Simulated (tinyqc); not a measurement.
## Film thickness from the threshold shift

Question. Undoped body with a flat potential across it, hard walls, transport along x. One isotropic valley (g = 1, mx = my = mz = me). Non-parabolicity enters the subband edges through E (1 + al E) = gamma, so E = 2 gamma/(1 + sqrt(1 + 4 al gamma)); motion within a subband is taken as parabolic with the band-edge mass. Energies are counted from the bulk band edge. gamma = C (pi k/(t + dl))^2/mz, C = hbar^2/(2 m0). Each subband has N_k = g sqrt(mx my) m0 kB T/(pi hbar^2); without degeneracy n = exp(EF/Vt) sum N_k exp(-E_k/Vt). Classical value Nc times t, Nc = sum over valleys of 2 g (m m0 kB T/(2 pi hbar^2))^1.5 with m = (mx my mz)^(1/3). Threshold shift dVT = Vt ln(classical value/sum N_k exp(-E_k/Vt)). Find t and the lowest subband edge.

Values chosen for this exercise; masses close to those of In0.53Ga0.47As:

| symbol | value | unit | meaning |
|---|---|---|---|
| T | 77 | K | temperature |
| me | 0.0411 | m0 | mass at the band edge |
| al | 1.1 | 1/eV | non-parabolicity |
| dl | 0 | nm | widening of the box by penetration into the insulator |

Constants: q = 1.602176634e-19 C, kB = 1.380649e-23 J/K, hbar = 1.054571817e-34 J s, m0 = 9.1093837015e-31 kg, Vt = kB T/q, hbar^2/(2 m0) = 0.0380998212 eV nm^2. Results are converted to the units shown.

dVT = 70.008571 mV

Solution. dVT is evaluated for trial values of t with all subbands; between 1.5 and 25 nm one value matches.

t = 10.30 nm
E_1 = 79.32 meV

Numbers from tinyqc (`OMP_NUM_THREADS=1 python tinyqc.py 2350021 2350022 out.jsonl`; about 0.02 s on one thread of a shared Intel Xeon 2.30GHz).
